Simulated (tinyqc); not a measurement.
Ion implantation: universal nuclear stopping, Lindhard-Scharff electronic stopping and a Gaussian range profile. Changing the ion energy E. Computed by tinyqc, a small Python program. Command: `OMP_NUM_THREADS=1 python tinyqc.py 3001195 3001196 out.jsonl implant sweep`. One thread of a shared host (Intel(R) Xeon(R) Processor @ 2.30GHz), about 0.4 s of CPU time with the checks.

An ion slows by elastic collisions with screened nuclei and by friction with electrons; channelling is ignored and the target is uniform.

Inputs (values chosen for the exercise, modelled on indium ions in diamond):
```
quantity                                 value    unit
ion atomic number Z1                        49       -
ion mass M1                                115       u
target atomic number Z2                      6       -
target mass M2                           12.01       u
target density N                         176.3  1/nm^3
scale factor of electronic stopping k      1.4       -
dose Q                                 4.8e+12  1/cm^2
background C_B                         5.1e+15  1/cm^3
displacement energy E_d                     40      eV
```

Method:
- Reduced energy eps = 32.53 M2 E/(Z1 Z2 (M1 + M2)(Z1^0.23 + Z2^0.23)), E in keV; s_n = ln(1 + 1.1383 eps)/(2 (eps + 0.01321 eps^0.21226 + 0.19593 eps^0.5)) for eps up to 30 and ln(eps)/(2 eps) above; S_n = 8.462 Z1 Z2 M1 s_n/((M1 + M2)(Z1^0.23 + Z2^0.23)) in 1e-15 eV cm^2.
- S_e = k 3.83 Z1^(7/6) Z2/(Z1^(2/3) + Z2^(2/3))^(3/2) sqrt(E/M1) in 1e-15 eV cm^2, E in keV.
- Path length R = int_0^E dE'/(N (S_n + S_e)); energy lost to nuclei nu = int_0^E S_n/(S_n + S_e) dE' (both with E' = E y^3 and 64 Gauss-Legendre points in y).
- Estimates of Lindhard type: R_p = R/(1 + M2/(3 M1)), straggle dR_p = (2/3) R_p sqrt(M1 M2)/(M1 + M2).
- C(x) = C_p exp(-(x - R_p)^2/(2 dR_p^2)) with C_p = Q/(sqrt(2 pi) dR_p), 1 nm = 1e-7 cm; the profile falls to the background at x_j = R_p + dR_p sqrt(2 ln(C_p/C_B)); the peak atomic fraction is C_p/N.
- Kinchin-Pease count with efficiency 0.8: N_d = 0.8 nu/(2 E_d), taking all of nu as damage energy (an upper estimate, as recoils also lose energy to electrons). Spread over a depth R_p + dR_p, displacements per atom = Q N_d/(N (R_p + dR_p)).

One run for each value; columns: (1) ion energy E (keV); (2) projected range R_p (nm); (3) peak concentration C_p (1/cm^3); (4) energy lost to nuclei nu (keV); (5) depth x_j where C falls to C_B (nm); (6) displacements per atom:
```
(1)     (2)         (3)     (4)     (5)        (6)
2      3.11  3.1560e+19    1.85    5.65  0.0013547
4      4.32  2.2743e+19    3.69    7.77  0.0019500
8      6.15  1.5956e+19    7.36   10.97  0.0027255
16     9.05  1.0844e+19   14.61   15.97  0.0036774
32    13.82  7.1025e+18   28.87   24.08  0.0047591
63    21.76  4.5108e+18   55.79   37.40  0.0058403
130   37.15  2.6425e+18  111.51   62.77  0.0068383
250   63.11  1.5556e+18  204.73  104.74  0.0073911
500  116.05  8.4587e+17  377.99  188.43  0.0074202
```

Describe and explain the trends.

Over the rows, projected range R_p (nm) rises from 3.11 to 116 (exponent d ln y / d ln x 0.47 between the first rows and 0.88 between the last); peak concentration C_p (1/cm^3) falls from 3.16e19 to 8.46e17 (exponent d ln y / d ln x -0.47 between the first rows and -0.88 between the last); energy lost to nuclei nu (keV) rises from 1.85 to 378 (exponent d ln y / d ln x 1.00 between the first rows and 0.88 between the last). The share of energy given to nuclei falls from 0.92 to 0.76 as electronic stopping grows. C_p is inverse to the straggle, which these estimates tie to R_p.

Extremes, crossings and ranges named in words are read from the listed rows.
